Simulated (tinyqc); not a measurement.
Comparisons within one model: band edges of strained Si(1-x)Ge(x) on relaxed Si(1-y)Ge(y). A value that a table varies takes the place of the one given here.

Values are linear in the Ge fraction but for ED(x) = linear - CD x (1 - x) and a(x) = linear - Ca x (1 - x). Energies are on the common scale of Ev.

Coherent growth on a (001) face: e_par = (a(y) - a(x))/a(x), e_perp = -2 (C12/C11) e_par; exx = eyy = e_par, ezz = e_perp, no shear.

A valley with unit axis u lies at Ev + gap + (av + a_valley) tr(e) + Xu (u.e.u - tr(e)/3); the Delta axes are x, y, z and the L axes [111], [1-1-1], [-11-1], [-1-11]. The second-order shift of the Delta valleys under shear is left out; it lowers the pair normal to the sheared plane by tens of meV at a shear of 1 %.

Valence edges: Ev plus the levels of the 6 x 6 matrix of X, Y, Z times spin with -Dso/3 + l exx + m (eyy + ezz) on the diagonal (cyclic), n exy off it, l = av + 2 b, m = av - b, n = sqrt(3) d. Spin-orbit term (Dso/3) L.sigma on X, Y, Z with (L_k)_ij = -i epsilon_kij: <X+|H|Y+> = -i Dso/3, <X+|H|Z-> = Dso/3, <Y+|H|Z-> = -i Dso/3, <Z+|H|X-> = -Dso/3, <Z+|H|Y-> = i Dso/3, <X-|H|Y-> = i Dso/3, and their conjugates; + and - are the spin along z.

Coherent growth: e_par = (a(y) - a(x))/a(x). (001): e_perp = -2 (C12/C11) e_par; exx = eyy = e_par, ezz = e_perp, no shear. (111): e_perp = -(2 C11 + 4 C12 - 4 C44)/(C11 + 2 C12 + 4 C44) e_par; exx = eyy = ezz = (2 e_par + e_perp)/3 and exy = eyz = ezx = (e_perp - e_par)/3. (110): e_perp = -(C11 + 3 C12 - 2 C44)/(C11 + C12 + 2 C44) e_par; exx = eyy = (e_par + e_perp)/2, ezz = e_par, exy = (e_perp - e_par)/2, eyz = ezx = 0.

Inputs chosen for the exercise (end members near Si and Ge, in this order; the results hold for these values, not for the real material):
- a = (5.428, 5.654) angstrom (lattice constant)
- Dso = (0.044, 0.287) eV (spin-orbit splitting)
- av = (2.47, 1.23) eV (valence hydrostatic potential)
- b = (-2.1, -2.55) eV (tetragonal shear potential)
- d = (-4.74, -5.29) eV (trigonal shear potential)
- C11 = (167.8, 129.2) GPa
- C12 = (64.8, 47.8) GPa
- C44 = (78.4, 67.3) GPa
- Ev = (0, 0.72) eV (top of the unstrained valence band)
- ED = (1.172, 0.948) eV (gap to the Delta valleys)
- EL = (2, 0.741) eV (gap to the L valleys)
- aD = (1.86, 1.26) eV (hydrostatic potential of the Delta gap)
- aL = (-3.24, -3.01) eV (hydrostatic potential of the L gap)
- XuD = (9.32, 9.11) eV (uniaxial potential, Delta)
- XuL = (16.61, 15.61) eV (uniaxial potential, L)
- CD = 0.208 eV (bowing of the Delta gap)
- Ca = 0 angstrom (bowing of the lattice constant)
- face = 001 (growth face)
- y = 0.27 (Ge fraction of the relaxed buffer)
- x = 0 (Ge fraction of the layer)

## Composition of the layer

The buffer is kept. dEc = Ec(buffer) - Ec(layer), dEv = Ev(layer) - Ev(buffer); buffer edges Ev(y) and Ev(y) + min(ED, EL). The digit behind Delta or L counts whole valleys.

Results:
```
x     e_par (%)  lowest valleys  gap (eV)  next valleys above (meV)  valence splitting (meV)  dEc (eV)  dEv (eV)
0.00       1.12          Delta2     1.002                       186                      114     0.157    -0.088
0.12       0.62          Delta2     1.035                       102                       58     0.092    -0.056
0.23       0.16          Delta2     1.062                        27                       14     0.026    -0.017
0.35      -0.33          Delta4     1.009                        54                       23    -0.001     0.062
0.47      -0.82          Delta4     0.922                       132                       51    -0.009     0.158
0.59      -1.30          Delta4     0.841                       210                       73    -0.027     0.256
0.70      -1.74          Delta4     0.773                       280                       92    -0.051     0.348
0.82      -2.21          Delta4     0.706                       251                      111    -0.087     0.451
```

The gap is 1.002 eV in the first row and 0.706 eV in the last, with its largest listed value, 1.062 eV, at x = 0.23. The lowest valleys change: Delta2 to Delta4 between x = 0.23 and 0.35. Per 0.1 of x the valence offset moves by +66 meV on average; the conduction offset lies between -87 and +157 meV. Electrons and holes sit on opposite sides in every row (type II). Offsets below about 30 meV are within the spread of parameter sets, so those rows do not settle the type. Strains above 2 % can be kept only in layers of a few nanometres.

## Composition of the buffer

The layer is kept. dEc = Ec(buffer) - Ec(layer), dEv = Ev(layer) - Ev(buffer); buffer edges Ev(y) and Ev(y) + min(ED, EL). The digit behind Delta or L counts whole valleys.

Results:
```
y     e_par (%)  lowest valleys  gap (eV)  next valleys above (meV)  valence splitting (meV)  dEc (eV)  dEv (eV)
0.08       0.33          Delta2     1.126                        55                       30     0.043    -0.030
0.16       0.67          Delta2     1.074                       110                       64     0.089    -0.055
0.24       1.00          Delta2     1.022                       165                      100     0.138    -0.079
0.31       1.29          Delta2     0.975                       213                      132     0.183    -0.100
0.39       1.62          Delta2     0.922                       268                      169     0.236    -0.123
0.47       1.96          Delta2     0.868                       323                      206     0.293    -0.146
0.55       2.29          Delta2     0.815                       378                      243     0.352    -0.169
```

The gap is 1.126 eV in the first row and 0.815 eV in the last. The lowest valleys are Delta2 throughout. Per 0.1 of y the valence offset moves by -30 meV on average; the conduction offset lies between +43 and +352 meV. Electrons and holes sit on opposite sides in every row (type II). Strains above 2 % can be kept only in layers of a few nanometres.

## The same layer on three faces

dEc = Ec(buffer) - Ec(layer), dEv = Ev(layer) - Ev(buffer); buffer edges Ev(y) and Ev(y) + min(ED, EL). The digit behind Delta or L counts whole valleys.

Results:
```
face   e_par (%)  lowest valleys  gap (eV)  next valleys above (meV)  valence splitting (meV)  dEc (eV)  dEv (eV)  Delta spread (meV)  L spread (meV)
(001)       1.12          Delta2     1.002                       186                      114     0.157    -0.088                 186               0
(111)       1.12          Delta6     1.126                       558                      123     0.018    -0.074                   0             242
(110)       1.12          Delta4     1.099                        80                      119     0.048    -0.077                  80             190
```

On (001) only the Delta valleys split (186 meV), on (111) only the L valleys (242 meV), on (110) both (80 and 190 meV). The lowest valleys are Delta2 on (001), Delta6 on (111) and Delta4 on (110); the smallest gap is 1.002 eV on (001) and the largest 1.126 eV on (111).

## What each parameter does

dEc = Ec(buffer) - Ec(layer), dEv = Ev(layer) - Ev(buffer); buffer edges Ev(y) and Ev(y) + min(ED, EL). Each row changes one parameter from the base and keeps the others.

Results:
```
case                      gap (eV)  valence splitting (meV)  dEc (eV)  dEv (eV)
base                        1.0019                    113.9    0.1570   -0.0883
x = 0.03                    1.0100                     99.4    0.1415   -0.0810
y = 0.3                     0.9819                    127.5    0.1763   -0.0971
CD = 0.258 eV               1.0019                    113.9    0.1471   -0.0883
aL = (-3.726, -3.461) eV    1.0019                    113.9    0.1570   -0.0883
C12 = (74.52, 54.97) GPa    0.9860                    121.9    0.1707   -0.0862
d = (-5.451, -6.084) eV     1.0019                    113.9    0.1570   -0.0883
b = (-2.415, -2.932) eV     0.9896                    132.3    0.1570   -0.0761
aD = (2.139, 1.449) eV      1.0057                    113.9    0.1531   -0.0883
```

The largest shifts from the base row, up to three for each result and ties (the steps differ in size, so this ranks the rows, not the parameters). gap (eV): y -0.0199, C12 -0.0158, b -0.0122; unchanged at the printed digits by CD, aL and d. valence splitting (meV): b +18.5, x -14.5, y +13.7; unchanged at the printed digits by CD, aL, d and aD. dEc (eV): y +0.0193, x -0.0155, C12 +0.0137; unchanged at the printed digits by aL, d and b. dEv (eV): b +0.0122, y -0.0088, x +0.0073; unchanged at the printed digits by CD, aL, d and aD. The lowest valleys of the layer are Delta2, so among the conduction-band potentials only those of that family reach the gap and dEc; the buffer is unstrained. A shift large enough to swap the lowest family would change that.

Program tinyqc; command `OMP_NUM_THREADS=1 python tinyqc.py 1050003 1050004 out.jsonl`; about 0.01 s on one thread of a shared Intel(R) Xeon(R) Processor @ 2.30GHz.
